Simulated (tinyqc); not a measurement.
Angle series: uniform film or islands? Model: X-ray photoelectron analysis of a thin oxide on a semiconductor: attenuation lengths, thickness, angle series and band offsets. Computed by tinyqc, a small Python program. Command: `OMP_NUM_THREADS=1 python tinyqc.py 3112184 3112185 out.jsonl xps walk`. One thread of a shared host (Intel(R) Xeon(R) Processor @ 2.30GHz), about 0.01 s of CPU time with the checks.

The same element is seen in the oxide and in the substrate, at nearly the same kinetic energy; films are flat and uniform, and the work function is ignored.

Inputs (values chosen for the exercise, modelled on SiO2 on 4H-SiC):

| quantity | value | unit |
|---|---|---|
| photon energy | 1486.6 | eV |
| binding energy of the core level | 100.5 | eV |
| oxide density | 2.26 | g/cm^3 |
| oxide formula mass | 60.08 | g/mol |
| valence electrons per oxide formula | 16 | - |
| oxide gap | 9.04 | eV |
| substrate density | 3.21 | g/cm^3 |
| substrate formula mass | 40.1 | g/mol |
| valence electrons per substrate formula | 8 | - |
| substrate gap | 3.26 | eV |
| oxide thickness d | 0.65 | nm |
| emission angle from the normal | 55 | degrees |
| attenuation length over inelastic mean free path | 0.93 | - |
| carbon overlayer | 0.81 | nm |

Method:
- TPP-2M: lambda = E/(E_p^2 [b ln(c E) - C/E + D/E^2]) in angstrom, E_p = 28.8 sqrt(N_v rho/M), b = -0.10 + 0.944/sqrt(E_p^2 + E_g^2) + 0.069 rho^0.1, c = 0.191/sqrt(rho), U = N_v rho/M, C = 1.97 - 0.91 U, D = 53.4 - 20.8 U, with E = photon energy less binding energy in eV.
- Attenuation length L = factor x lambda.
- R_0 = (rho_o/M_o) L_o/((rho_s/M_s) L_s); peak ratio R = I_ox/I_sub = R_0 [exp(d/(L_o cos theta)) - 1]; hence d = L_o cos theta ln(1 + R/R_0). A carbon layer weakens both peaks alike, by exp(-d_C/(L_o cos theta)) if its L is taken equal to L_o. This R_0 leaves out intrinsic losses from the substrate peak, so calibrated values can be larger.
- Islands: half of the surface carries 2 d and half none, R = R_0 (1/2)(1 - t)/(1/2 + t/2) with t = exp(-2 d/(L_o cos theta)); the apparent thickness is read with the uniform formula.

R_0 = 0.624853

L in the oxide = 3.60979 nm

Against the angle:

| theta (degrees) | R, uniform | R, islands | apparent d, islands (nm) |
|---|---|---|---|
| 0 | 0.12328 | 0.11131 | 0.59179 |
| 20 | 0.13198 | 0.11829 | 0.58810 |
| 35 | 0.15362 | 0.13518 | 0.57913 |
| 45 | 0.18121 | 0.15577 | 0.56812 |
| 55 | 0.23045 | 0.18996 | 0.54960 |
| 65 | 0.33194 | 0.25121 | 0.51552 |
| 75 | 0.62807 | 0.37594 | 0.44008 |

What does the comparison show, and why?

A uniform film gives d = 0.65 nm at every angle. The island film of the same volume reads 0.592 nm at normal emission and 0.440 nm at 75 degrees; its ratio cannot pass R_0, since the bare half always shows the substrate.

Extremes, crossings and ranges named in words are read from the listed rows.
